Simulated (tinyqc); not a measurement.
What an interlayer buys: scattering of inversion-layer electrons by surface optical phonons of the gate insulator (remote phonon scattering). Computed by tinyqc, a small Python program. Command: `OMP_NUM_THREADS=1 python tinyqc.py 3111860 3111861 out.jsonl sophonon walk`. One thread of a shared host (Intel(R) Xeon(R) Processor @ 2.30GHz), about 0.01 s of CPU time with the checks.

One subband with the Fang-Howard envelope; insulator and channel are half-spaces, the gate is far away, and an interlayer only moves the polar surface away by t (its own modes and its permittivity contrast are left out).

Inputs (values chosen for the exercise, modelled on AlN on In0.53Ga0.47As):
```
quantity                                   value        unit
static constant of the insulator eps_0s     9.09           -
intermediate constant eps_i                 7.44           -
optical constant eps_inf                    4.87           -
hbar omega_TO1                              79.2         meV
hbar omega_TO2                              91.1         meV
constant of the channel eps_s               13.9           -
in-plane mass m                           0.0444         m_0
valleys g_v                                    1           -
sheet density n                          6.2e+11      1/cm^2
mean distance of the electrons z0 = 3/b      5.6          nm
interlayer thickness t                         0          nm
temperature T                                350           K
mobility from other processes               3780  cm^2/(V s)
```

Screening by the channel electrons: none.

Constants: k_B = 8.617333262e-05 eV/K; hbar^2/(2 m_0) = 3.80998212 eV angstrom^2; e^2/(4 pi eps_0) = 14.39964548 eV angstrom; hbar = 6.582119569e-16 eV s; e = 1.602176634e-19 C; m_0 = 9.1093837015e-31 kg.

Method:
- eps(w) = eps_inf + (eps_0s - eps_i) w1^2/(w1^2 - w^2) + (eps_i - eps_inf) w2^2/(w2^2 - w^2). Surface modes solve eps(w) + eps_s = 0, a quadratic in w^2; the strength of a mode is g = 2/(w d eps/dw).
- Occupation N = 1/(exp(hbar w/(k_B T)) - 1).
- Density of states D = g_v m/(pi hbar^2); eta = E_F/(k_B T) = ln(exp(n/(D k_B T)) - 1); screening wave number q_s = e^2 D/(2 eps_0 eps_avg) x 1/(1 + exp(-eta)), eps_avg = (eps_s + eps_inf)/2; b = 3/z0.
- For a mode of strength g, without the occupation factor, Area x |M(q)|^2 = e^2 hbar w g/(2 eps_0 q) x (b/(b + q))^6 exp(-2 q t).
- Approximate momentum relaxation rate, taking tau v alike in the initial and final states: 1/tau = (m/(2 pi hbar^3)) sum over modes and over absorption (N, E' = E + hbar w) and emission (N + 1, E' = E - hbar w > 0) of [(1 - f(E'))/(1 - f(E))] int_0^(2 pi) Area |M(q)|^2 (1 - cos theta) d theta, q^2 = k^2 + k'^2 - 2 k k' cos theta, f the Fermi function; 48 midpoints in theta from 0 to pi.
- mu = (e/m) int tau E f (1 - f) dE/(k_B T int f dE), by 300 midpoints from 0 to (max(eta, 0) + 14) k_B T; Matthiessen sum with the other processes.

hbar omega_SO (meV): 1 81.2579, 2 98.2687

strengths g: 1 0.00147999, 2 0.00829934

occupations N: 1 0.0724994, 2 0.0399968

b = 0.535714 1/nm

q_s = 0.119779 1/nm

eta = 0.707694

Against the interlayer thickness:
```
t (nm)  remote-phonon mobility (cm^2/(V s))  total (cm^2/(V s))
0.0                              1.3758e+06              3769.6
0.3                              1.7602e+06              3771.9
0.6                              2.2332e+06              3773.6
1.0                              3.0296e+06              3775.3
1.5                              4.3534e+06              3776.7
2.0                              6.1388e+06              3777.7
3.0                              1.1639e+07              3778.8
```

What follows from these numbers?

1 nm of interlayer raises the remote-phonon mobility by a factor 2.20, as exp(2 q t) with an effective q of 0.39 per nm; between 2 and 3 nm the effective q is 0.32. The total goes from 3770 to 3780 over the first nanometre.

Extremes, crossings and ranges named in words are read from the listed rows.
